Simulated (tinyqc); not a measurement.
Inside a calculation. Method: Hubbard chain of 5 sites. Computed by tinyqc, a small Python program that keeps every step. Settings: hopping = 1.25, U = 9.6, mixing = 1, iteration cap = 61. Command: `OMP_NUM_THREADS=1 python tinyqc.py 28657 28658 out.jsonl` (the two numbers bound the seeds that draw the settings). One thread of a shared host (Intel(R) Xeon(R) Processor @ 2.60GHz), about 0.2 s of CPU time with the checks. Later iterations appear only in the table of the cycle.

## Mean-field iteration 1

one-body matrix (hopping and site energies) (eV):
```
           1          2          3          4          5
1  -0.330000  -1.250000   0.000000   0.000000   0.000000
2  -1.250000   0.470000  -1.250000   0.000000   0.000000
3   0.000000  -1.250000  -0.540000  -1.250000   0.000000
4   0.000000   0.000000  -1.250000  -0.690000  -1.250000
5   0.000000   0.000000   0.000000  -1.250000  -0.520000
```

U = 9.600000 eV

electrons, up and down: 3  2

mixing = 1

n(up) at the start (a guess, not normalised): 1 0.600000, 2 0.600000, 3 0.600000, 4 0.600000, 5 0.600000

n(down) at the start (a guess): 1 0.400000, 2 0.400000, 3 0.400000, 4 0.400000, 5 0.400000

H(up) = T + U n(down), H(down) = T + U n(up); fill the lowest levels; n(new) = n + mixing (n(out) - n); E = tr T (rho up + rho down) + U sum n_up n_down of the output.

levels, up (eV): 1.258606  2.369580  3.380115  4.733739  5.847961

levels, down (eV): 3.178606  4.289580  5.300115  6.653739  7.767961

energy = 2.841071 eV

n(up) after iteration 1: 1 0.728495, 2 0.374476, 3 0.699468, 4 0.523115, 5 0.674445

n(down) after iteration 1: 1 0.362307, 2 0.370522, 3 0.387703, 4 0.522381, 5 0.357086

## Mean-field iteration 2

As before.

levels, up (eV): 1.420761  2.215740  3.087590  4.975645  5.890263

levels, down (eV): 2.810241  3.611595  6.173955  6.961266  7.632943

energy = 0.856048 eV

n(up) after iteration 2: 1 0.766545, 2 0.365168, 3 0.736144, 4 0.312040, 5 0.820102

n(down) after iteration 2: 1 0.106374, 2 0.791897, 3 0.196214, 4 0.733545, 5 0.171970

## Convergence

Each step fills the lowest levels of T + U n(other spin) and sets n(new) = n + mixing (n(out) - n); stop when output and input agree to 1e-8.

Course of the cycle:

| iteration | E (eV) | largest \|n(out) - n(in)\| | mean \|n_up - n_down\| |
|---|---|---|---|
| 1 | 2.84107076 | 2.26e-01 | 0.200000 |
| 2 | 0.85604805 | 4.21e-01 | 0.539294 |
| 3 | -2.19207478 | 3.15e-01 | 0.836772 |
| 4 | -2.87392512 | 1.34e-01 | 0.931682 |
| 5 | -2.90021031 | 1.50e-02 | 0.943896 |
| 6 | -2.90063191 | 2.17e-03 | 0.945467 |
| 7 | -2.90063743 | 2.02e-04 | 0.945631 |
| 8 | -2.90063751 | 2.61e-05 | 0.945651 |
| 9 | -2.90063751 | 2.63e-06 | 0.945653 |
| 10 | -2.90063751 | 3.38e-07 | 0.945653 |
| 11 | -2.90063751 | 3.42e-08 | 0.945653 |
| 12 | -2.90063751 | 4.38e-09 | 0.945653 |

local moments n_up - n_down: 1 0.965549, 2 -0.931354, 3 0.932509, 4 -0.932779, 5 0.966075

Converged in 12 iterations. Before convergence this energy mixes input and output and is not variational, so it may rise towards its limit.

## Exact diagonalisation (100 states)

Lowest levels of the sector, and the double occupancy of the lowest state.

lowest levels (eV): -3.408907  -2.973335  -2.723552  -2.643012  -2.421230  -2.118684

double occupancy per site = 0.033432

The mean-field solution above lies 0.5083 eV above the exact energy.

## The lowest level by Lanczos steps

From a random start vector (not printed): a_j = <q_j|H|q_j>, b_j = norm of the remainder after orthogonalising; the Ritz value is the lowest eigenvalue of the tridiagonal matrix of a and b so far.

Lanczos:

| j | a_j (eV) | b_j (eV) | lowest Ritz value (eV) |
|---|---|---|---|
| 1 | 8.679961 | 6.710178 | 8.67996087 |
| 2 | 7.975367 | 7.509586 | 1.60824386 |
| 3 | 6.687149 | 4.924743 | -2.34857353 |
| 4 | 12.404941 | 6.225216 | -2.92604409 |
| 5 | 10.494142 | 5.427744 | -3.06351950 |
| 6 | 5.246946 | 7.422466 | -3.12569147 |
| 7 | 9.928002 | 4.668695 | -3.26381769 |
| 8 | 10.555181 | 5.454623 | -3.33098733 |
| 9 | 9.933815 | 7.659373 | -3.35035885 |
| 10 | 6.855397 | 5.717738 | -3.37389712 |
